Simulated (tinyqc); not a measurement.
Doping and flat-band voltage from the body effect.

Question. VT = Vfb + 2 phiF + gamma sqrt(2 phiF + Vsb), phiF = Vt ln(Na/ni), gamma = sqrt(2 q eps0 eps_r Na)/Cox, Cox = eps0 eox/tox. Find Na, gamma and Vfb from two thresholds.

Parameters, values chosen for the exercise; material values close to those of silicon: temperature T = 300 K; relative permittivity of the semiconductor eps_r = 11.5; relative permittivity of the gate insulator eox = 24.6; insulator thickness tox = 44 nm.

Constants: q = 1.602176634e-19 C, kB = 1.380649e-23 J/K, Vt = kB T/q, eps0 = 8.8541878128e-14 F/cm where lengths are in cm. Results are converted to the units shown.

VT at Vsb = 0 and 2.3 V (V): 0.49972110  0.61134097
ni = 7.1736065e9 cm^-3

Answer. The difference of the thresholds, gamma [sqrt(2 phiF + Vsb) - sqrt(2 phiF)], holds no Vfb and rises with Na, so it has one root; Vfb then follows from the first threshold.

Na = 1.200e16 cm^-3
gamma = 0.1264 V^0.5
Vfb = -0.3500 V

Numbers from tinyqc (`OMP_NUM_THREADS=1 python tinyqc.py 2360031 2360032 out.jsonl`; about 0.03 s on one thread of a shared Intel Xeon 2.30GHz).
